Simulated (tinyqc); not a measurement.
Strain-driven crossing of the Gamma and L valleys in a germanium-like crystal: sweeps and comparisons. A value that a table varies takes the place of the one given here.

Biaxial loads: e0 is the in-plane strain e_par and the normal is free. (001): e_perp = -2 (C12/C11) e_par; exx = eyy = e_par, ezz = e_perp, no shear. (111): e_perp = -(2 C11 + 4 C12 - 4 C44)/(C11 + 2 C12 + 4 C44) e_par; exx = eyy = ezz = (2 e_par + e_perp)/3 and exy = eyz = ezx = (e_perp - e_par)/3. (110): e_perp = -(C11 + 3 C12 - 2 C44)/(C11 + C12 + 2 C44) e_par; exx = eyy = (e_par + e_perp)/2, ezz = e_par, exy = (e_perp - e_par)/2, eyz = ezx = 0. Uniaxial loads: a stress along n, scaled so that n.e.n = e0, with exx = s11 sxx + s12 (syy + szz), exy = s44 sxy/2, s11 = (C11 + C12)/((C11 - C12)(C11 + 2 C12)), s12 = -C12/((C11 - C12)(C11 + 2 C12)), s44 = 1/C44.

Edges from the unstrained valence top: Gamma at Eg + ac tr(e); an L valley with unit axis u at EgL + aL tr(e) + XuL (u.e.u - tr(e)/3), u along [111], [1-1-1], [-11-1], [-1-11]; valence edges are the levels of the 6 x 6 matrix of X, Y, Z times spin with -Dso/3 + l exx + m (eyy + ezz) on the diagonal (cyclic), n exy off it, l = av + 2 b, m = av - b, n = sqrt(3) d. Spin-orbit term (Dso/3) L.sigma on X, Y, Z with (L_k)_ij = -i epsilon_kij: <X+|H|Y+> = -i Dso/3, <X+|H|Z-> = Dso/3, <Y+|H|Z-> = -i Dso/3, <Z+|H|X-> = -Dso/3, <Z+|H|Y-> = i Dso/3, <X-|H|Y-> = i Dso/3, and their conjugates; + and - are the spin along z.

Constants: kB = 8.617333262e-05 eV/K.

Parameters, chosen for this exercise (near those of Ge, gaps at low temperature; the results hold for these values, not for the real material):

| symbol | value | unit | meaning |
|---|---|---|---|
| Eg | 0.891 | eV | gap at Gamma to the s-like level |
| EgL | 0.756 | eV | gap to L |
| Dso | 0.29 | eV | spin-orbit splitting |
| ac | -8.28 | eV | conduction deformation potential |
| av | 1.25 | eV | valence hydrostatic potential |
| b | -2.53 | eV | tetragonal shear potential |
| d | -5.34 | eV | trigonal shear potential |
| aL | -1.59 | eV | hydrostatic potential of the L edge, Xd + Xu/3 |
| XuL | 16.68 | eV | uniaxial potential, L |
| C11 | 130 | GPa |  |
| C12 | 49 | GPa |  |
| C44 | 67.5 | GPa |  |
| load | biaxial (111) |  | kind of strain |
| mG | 0.0404 | m0 | mass at Gamma |
| mL | 0.575 | m0 | density-of-states mass of the four L valleys together |
| T | 200 | K | temperature |
| e0 | 0.0194 |  | size of the strain |

## Which strain makes the gap direct

For tension the difference Gamma minus lowest L is linear in e0; slope per 1 % and the e0 at which it vanishes (a dash: no crossing below 15 %), with the gap there.

Results:

| load | slope (meV per 1 %) | crossing e0 (%) | gap at the crossing (eV) |
|---|---|---|---|
| biaxial (001) | -83.4 | 1.62 | 0.600 |
| biaxial (110) | -22.8 | 5.92 | -0.413 |
| biaxial (111) | 43.9 | - | - |
| uniaxial [100] | -30.3 | 4.46 | 0.555 |
| uniaxial [111] | -2.9 | - | - |
| uniaxial [110] | 16.4 | - | - |

The smallest strain is needed for biaxial (001) (1.62 %), then uniaxial [100] (4.46 %). No crossing below 15 % is found for biaxial (111), uniaxial [111] and uniaxial [110]: shear splits the L valleys and pulls the lowest down nearly as fast as, or faster than, Gamma. Loads without off-diagonal strain, (001) and [100], gain (ac - aL) tr(e) = -67 meV per 1 % of volume. Crossings beyond about 3 % are sensitive to second-order terms, left out here. For uniaxial [111] the slope is a near cancellation, so terms beyond this linear model decide. A gap at or below zero marks a crossing beyond the range of this linear model.

## Sweep of a biaxial (111) strain

The valence splitting is the distance of the top two edges. Share in Gamma = mG^(3/2)/(mG^(3/2) + (mL^(3/2)/4) sum_i exp(-(E_Li - E_Gamma)/kT)).

Results:

| e0 (%) | direct gap (eV) | indirect gap (eV) | Gamma - L (meV) | valence splitting (meV) | share in Gamma (%) |
|---|---|---|---|---|---|
| 0.00 | 0.891 | 0.756 | 135 | 0 | 0.000738 |
| 0.34 | 0.823 | 0.673 | 150 | 30 | 0.00118 |
| 0.69 | 0.750 | 0.584 | 165 | 64 | 0.000508 |
| 1.03 | 0.677 | 0.496 | 180 | 98 | 0.000214 |
| 1.37 | 0.602 | 0.407 | 195 | 134 | 9.00e-05 |
| 1.71 | 0.527 | 0.316 | 210 | 172 | 3.78e-05 |
| 2.06 | 0.448 | 0.222 | 225 | 211 | 1.55e-05 |
| 2.40 | 0.370 | 0.130 | 240 | 250 | 6.52e-06 |

The gap stays indirect over the sweep. The direct gap goes from 0.891 to 0.370 eV; of that change -0.149 eV comes from the rise of the valence top through the shear terms and the rest from the volume. The share in Gamma goes from 0.000738 to 6.52e-06 %, with a peak of 0.00118 % at e0 = 0.34 % among these rows.

## What each parameter does

Direct gap, Gamma minus the lowest L edge and the valence splitting. Each row changes one parameter from the base and keeps the others.

Results:

| case | direct gap (eV) | Gamma - L (meV) | valence splitting (meV) |
|---|---|---|---|
| base | 0.4748 | 220.2 | 197.6 |
| av = 1.0625 eV | 0.4808 | 220.2 | 197.6 |
| d = -4.539 eV | 0.4951 | 220.2 | 165.0 |
| XuL = 14.178 eV | 0.4748 | 175.8 | 197.6 |
| aL = -1.3515 eV | 0.4748 | 212.7 | 197.6 |
| e0 = 0.02231 | 0.4088 | 233.0 | 230.8 |
| C12 = 41.65 GPa | 0.4706 | 203.1 | 189.7 |
| Dso = 0.3335 eV | 0.4779 | 220.2 | 194.6 |

The largest shifts from the base row, up to three for each result and ties (the steps differ in size, so this ranks the rows, not the parameters). direct gap (eV): e0 -0.0660, d +0.0203, av +0.0059; unchanged at the printed digits by XuL and aL. Gamma - L (meV): XuL -44.4, C12 -17.1, e0 +12.8; unchanged at the printed digits by av, d and Dso. valence splitting (meV): e0 +33.2, d -32.6, C12 -7.9; unchanged at the printed digits by av, XuL and aL.

tinyqc: `OMP_NUM_THREADS=1 python tinyqc.py 1050560 1050561 out.jsonl`; about 0.02 s, one thread, shared Intel(R) Xeon(R) Processor @ 2.30GHz.
